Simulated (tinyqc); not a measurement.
Worked calculation: phonon-assisted absorption at an indirect gap. Values are carried at full precision from step to step, so a last printed digit may differ when a step is redone from the rounded ones.

alpha(E) = sum_j A_j [N_j (E - Eg + w_j)^2 + (N_j + 1)(E - Eg - w_j)^2], each bracket counted only where its base is positive; N_j = 1/(exp(w_j/kB T) - 1). The first term absorbs a phonon and the second emits one; excitons and direct transitions are left out.

Constants: kB = 8.617333262e-05 eV/K.

Values chosen for the exercise (loosely those of GaP at room temperature; Eg is not tied to T; shifted at random, so the results belong to these values and not to a real crystal):
```
symbol  value        unit         meaning
Eg      2.234        eV           indirect gap, held fixed unless listed
w       (46.2, 13)   meV          two zone-edge phonons
A       (6200, 350)  1/(cm eV^2)  their strengths
T       500          K
E       2.441        eV           photon energy
nr      3.44                      refractive index
d       0.58         micrometre   thickness
xj      0.17         micrometre   dead layer at the surface
W       7.1          micrometre   depleted width
L       73           micrometre   minority diffusion length below it
```

## The four branches at one energy

Evaluate the occupations and each term.

N_j: [0.5203, 2.839]

terms with phonon absorption (1/cm): [206.8, 48.10]

terms with phonon emission (1/cm): [243.7, 50.58]

alpha = 549.2 1/cm
wavelength hc/E (hc = 1239.841984 eV nm) = 507.9 nm

Phonon absorption supplies 46.4 % of alpha; the depth 1/alpha is 18.2 micrometre.

## What a slab does with it

Slab of thickness d in air, incoherent passes: R = ((nr - 1)/(nr + 1))^2, x = exp(-alpha d); transmitted Tr = (1 - R)^2 x/(1 - R^2 x^2), reflected Rt = R + (1 - R)^2 R x^2/(1 - R^2 x^2), absorbed Ab = (1 - R)(1 - x)/(1 - R x).

d in cm is 1e-4 times the value in micrometres.

R = 0.3020
x = 0.9686
Tr = 0.5161
Rt = 0.4530
Ab = 0.0309

A single pass would absorb (1 - R)(1 - x) = 0.0219; the back face adds 0.0090.

## Quantum efficiency of a diode

Photodiode (Gaertner form with a dead layer): QE = (1 - R) exp(-alpha xj) [1 - exp(-alpha W)/(1 + alpha L)], R = ((nr - 1)/(nr + 1))^2; responsivity = QE/E in A/W for E in eV.

Evaluate the factors; 1 micrometre = 1e-4 cm.

passes the dead layer = 0.9907
collected share = 0.8648
QE = 0.5980
responsivity = 0.2450 A/W

Without diffusion from below the collected share would be 0.3229.

## Checks

- Tr + Rt + Ab against 1: both 1.000000.

Run: tinyqc, `OMP_NUM_THREADS=1 python tinyqc.py 1681839 1681840 out.jsonl`; Intel(R) Xeon(R) Processor @ 2.30GHz, one thread, shared host; about 0.01 s of CPU time with all checks.
